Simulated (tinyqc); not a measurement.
# Decay of LO phonons and the hot-phonon bottleneck in the cooling of electrons, step by step

A worked calculation. Computed by tinyqc, a small Python program that keeps every step. Command: `OMP_NUM_THREADS=1 python tinyqc.py 3024019 3024020 out.jsonl hotphonon walk`. One thread of a shared host (Intel(R) Xeon(R) Processor @ 2.30GHz), about 0.01 s of CPU time with the checks. Intermediate numbers are printed to about 5 digits and carried at full precision; extremes and crossings named in words are read from the listed rows.

n(E, T) = 1/(exp(E/(k_B T)) - 1) is the Bose occupation. Electrons have a temperature T_e; the LO modes within their reach share one occupation N; the decay products stay at the lattice temperature.

Inputs (values chosen for the exercise, modelled on gallium nitride):
```
quantity                                             value    unit
LO energy hbar omega                                  91.9     meV
lifetime at T = 0, tau_0                               2.2      ps
share f of the energy in the softer product           0.23       -
lattice temperature T                                  400       K
electron mass m*                                     0.207     m_0
eps_inf                                                5.4       -
static dielectric constant eps_s                      9.28       -
electron density n                                 1.9e+17  1/cm^3
density of LO modes that the electrons reach, N_m  8.7e+19  1/cm^3
power supplied per electron P                           21      nW
step factor                                              1       -
```

Decay channel: two unequal phonons (Ridley).

Constants: k_B = 8.617333262e-05 eV/K; c = 299792458 m/s; e^2/(4 pi eps_0) = 14.39964548 eV angstrom; hbar^2/(2 m_0) = 3.80998212 eV angstrom^2; hbar = 6.582119569e-16 eV s; e = 1.602176634e-19 C; k_B = 1.380649e-23 J/K.

## Lifetime and Raman width

Decay rate 1/tau = (1/tau_0) [1 + n(f hbar omega) + n((1 - f) hbar omega)]. Full width Gamma = 1/(2 pi c tau) in 1/cm, c in cm/s.

thermal factor tau_0/tau = 2.3288

phonon lifetime tau = 0.94469 ps

Raman width Gamma = 5.6197 1/cm

equilibrium LO occupation N_0 = 0.074714

Stimulated decay shortens the lifetime by 57 %.

## Spontaneous emission time

Froehlich coupling alpha = (e^2/(4 pi eps_0)) (1/eps_inf - 1/eps_s) k_0/(2 hbar omega), k_0 = sqrt(m* hbar omega/(hbar^2/(2 m_0))); emission time tau_sp = hbar/(2 alpha hbar omega); bottleneck ratio r = (n/N_m) tau/tau_sp.

alpha = 0.42863

emission time tau_sp = 8.3549 fs

bottleneck ratio r = 0.24693

r compares the rate at which electrons exchange quanta with a mode to its decay rate. The two are comparable, so part of the emitted quanta is reabsorbed.

## Electron and phonon temperatures in closed form

Net emission per electron: [(N + 1) x - N]/tau_sp with x = exp(-hbar omega/(k_B T_e)), a simple two-level balance; steady state of the modes: n [(N + 1) x - N]/tau_sp = N_m (N - N_0)/tau; power per electron P = hbar omega [(N + 1) x - N]/tau_sp. With p = P tau_sp/(hbar omega): N = N_0 + r p and x = (p + N)/(N + 1); without hot phonons N = N_0. The mode temperature T_LO solves n(hbar omega, T_LO) = N.

reduced power p = 0.011916

LO occupation N = 0.077657

electron temperature T_e = 428.73 K

T_e without hot phonons = 423.51 K

mode temperature T_LO = 405.46 K

Hot phonons raise T_e by 5 K. T_LO lies between the lattice and the electrons.

## The same balance by iteration

Eliminating N gives P(T_e) = (hbar omega/tau_sp) [(N_0 + 1) x - N_0]/[1 + r (1 - x)]. Newton steps on ln P against ln T_e, times the step factor, each limited to 0.7 in ln T_e and to keeping a fifth of T_e - T; start at 1.5 T; stop when |ln(P/P(T_e))| < 1e-9 or after 40 steps.

Iterations:
```
step  T_e (K)  P(T_e) (nW)  ln(P/P(T_e))
0      600.00       156.45   -2.0082e+00
1      440.00        29.48   -3.3916e-01
2      426.99        19.71    6.3523e-02
3      428.68        20.96    1.7503e-03
4      428.73        21.00    1.3727e-06
5      428.73        21.00    8.5554e-13
```

converged (1 yes, 0 no) = 1

T_e from the iteration = 428.73 K

Converged at step 5.

## Energy relaxation with and without hot phonons

P(T_e) = (hbar omega/tau_sp) [(N_0 + 1) x - N_0]/[1 + r (1 - x)], and r = 0 without hot phonons; energy relaxation time tau_E = (3/2) k_B (T_e - T)/P.

Cooling:
```
T_e (K)  P, cold phonons (nW)  P, hot phonons (nW)   ratio  tau_E (ps)         N
430                    26.918               21.951  1.2263    0.028303  0.077790
480                    73.668               60.375  1.2202    0.027441  0.083174
550                    140.77               116.21  1.2114    0.026733  0.090997
700                    281.12               235.62  1.1931    0.026369   0.10773
900                    447.44               381.96  1.1714    0.027110   0.12823
1200                   647.11               564.96  1.1454    0.029325   0.15388
1700                   879.75               788.97  1.1151    0.034124   0.18526
2400                   1082.8               994.70  1.0886    0.041640   0.21409
```

Reabsorption cuts the loss by a factor 1.23 at the lowest T_e and 1.09 at the highest; the factor is 1 + r (1 - x) with r = 0.247. tau_E runs from 0.028 to 0.042 ps, with its shortest value, 0.026 ps, at T_e = 700 K, against tau_sp = 8.4 fs and a phonon lifetime of 0.94 ps. Pauli blocking is left out, as are upper valleys and non-parabolic bands, which can matter above about 1000 K.

Checks made by the program: iteration against the closed form (relative difference below 1e-10).
